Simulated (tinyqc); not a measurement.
# Schottky barrier on an n-type semiconductor, non-linear Poisson equation by Newton steps: what changes with what

One dimension, metal at x = 0, donor density C(x) = Nd, uniform. Energies are counted from the electron Fermi level of the semiconductor and the conduction-band edge is Ec = -psi, so n = Nc exp(psi/Vt); holes follow the Fermi level of the metal, at -V, so p = Nv exp((V - psi - Eg)/Vt). Ends: psi(0) = V - phiB and psi = Vt ln(Nd/Nc) deep inside. Boltzmann statistics, full ionisation, no current, no image force in the Poisson equation.

Parameters, values chosen for the exercise; band and dielectric values close to those of gallium arsenide: temperature T = 400 K; band gap Eg = 1.4 eV; relative permittivity eps_r = 12.9; conduction-band density of states at T Nc = 6.85e17 cm^-3; valence-band density of states at T Nv = 1.39e19 cm^-3; donor density deep in the semiconductor Nd = 3.1e16 cm^-3; barrier height phiB = 0.98 eV; bias of the metal against the semiconductor V = 0.28 V.

Constants: q = 1.602176634e-19 C, kB = 1.380649e-23 J/K, Vt = kB T/q, eps0 = 8.8541878128e-14 F/cm where lengths are in cm. Results are converted to the units shown.

Each table varies one quantity; the others keep the values above.

## Capacitance-voltage profiling

The Poisson equation d/dx(eps0 eps_r dpsi/dx) = -q (p - n + C) is solved on a mesh of about 1000 nodes or more that ends in neutral material. C_s = q d/dV of the integral of n over x, from the linearised equation. Probed depth w = eps0 eps_r/C_s; apparent doping N_app = C_s^3/(q eps0 eps_r dC_s/dV), the derivative by central differences over +/- 0.02 V.

The same in every row: true C(w) (cm^-3) = 3.100e16.

Results:
```
V (V)	C_s (nF/cm^2)	w (nm)	N_app (cm^-3)	|E_0| (kV/cm)
0	58.15	196.4	3.099e16	85.42
-0.56	45.03	253.6	3.100e16	110.3
-1.11	38.15	299.4	3.100e16	130.2
-2.22	30.45	375.1	3.100e16	163.1
-2.78	28.00	408.0	3.100e16	177.4
-3.33	26.08	437.9	3.100e16	190.4
-3.89	24.49	466.4	3.100e16	202.8
-4.44	23.18	492.7	3.100e16	214.3
-5	22.04	518.2	3.100e16	225.3
```

Estimate the missing row, V = -1.67 V.

Computed row:
```
V (V)	C_s (nF/cm^2)	w (nm)	N_app (cm^-3)	|E_0| (kV/cm)
-1.67	33.62	339.7	3.100e16	147.7
```

With this row back in the table: C_s falls from 58.2 to 22.0 nF/cm^2 while the probed depth goes from 196 to 518 nm. The apparent doping stays near 3.10e16 cm^-3. It departs most from the true doping at that depth for V = 0 V, where it is 0.036 % below it; so the doping is read well over the depths probed, the small gap being the error of the finite difference in V.

## Effect of the relative permittivity

First integral for uniform doping: E_0^2 = (2 q/(eps0 eps_r)) [Nd (U - Vt + Vt exp(-U/Vt)) + Vt p_0], U = Vbi - V, Vbi = phiB - Vt ln(Nc/Nd), p_0 = Nv exp((phiB - Eg)/Vt) (deep holes neglected). Image-force lowering dphi = sqrt(q E_0/(4 pi eps0 eps_r)), at x_m = sqrt(q/(16 pi eps0 eps_r E_0)). W = sqrt(2 eps0 eps_r U/(q Nd)).

The same in every row: Vbi (V) = 0.8733; p_0/Nd = 0.002290.

Effect of the relative permittivity:
```
eps_r	W (nm)	E_0 (kV/cm)	dphi (mV)	exp(dphi/Vt)
6	112.7	102.2	49.53	4.208
8	130.1	88.53	39.92	3.184
10	145.4	79.19	33.77	2.664
12	159.3	72.29	29.45	2.350
14	172.1	66.92	26.24	2.141
16	184.0	62.60	23.74	1.991
18	195.1	59.02	21.73	1.878
20	205.7	55.99	20.08	1.791
```

What does the table show?

As eps_r goes from 6 to 20, the surface field falls from 102 to 56.0 kV/cm, the lowering falls from 49.5 to 20.1 mV and W rises from 113 to 206 nm. Over the table the lowering goes as eps_r^(-0.75); the depletion formulas give -3/4.

Program tinyqc, `OMP_NUM_THREADS=1 python tinyqc.py 2020139 2020140 out.jsonl`; Intel Xeon 2.30GHz, shared host, one thread, about 0.06 s.
